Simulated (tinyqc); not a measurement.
Pair of shallow donors (hydrogen-like orbitals): one step. Detuning by a gate.

Parameters, chosen for this exercise (out of a larger set: near those of two donors in Si; not measured data): dV = 0.92 D (detuning between the donors, in units of D).

D = 1.01468 meV
R = 103.1890 angstrom

Problem. Two-level picture for one electron: with detuning u = dV D the splitting is sqrt(D^2 + u^2) and the lower state has weight (1 + u/sqrt(D^2 + u^2))/2 on the lower donor; the field needed is u/(e R), 1 meV/angstrom = 100 kV/cm.

Give: splitting; weight; field.

Solution.

splitting = 1.379 meV
weight = 0.839
field = 0.905 kV/cm

tinyqc: `OMP_NUM_THREADS=1 python tinyqc.py 1251137 1251138 out.jsonl`; about 0.01 s, one thread, shared Intel(R) Xeon(R) Processor @ 2.30GHz.
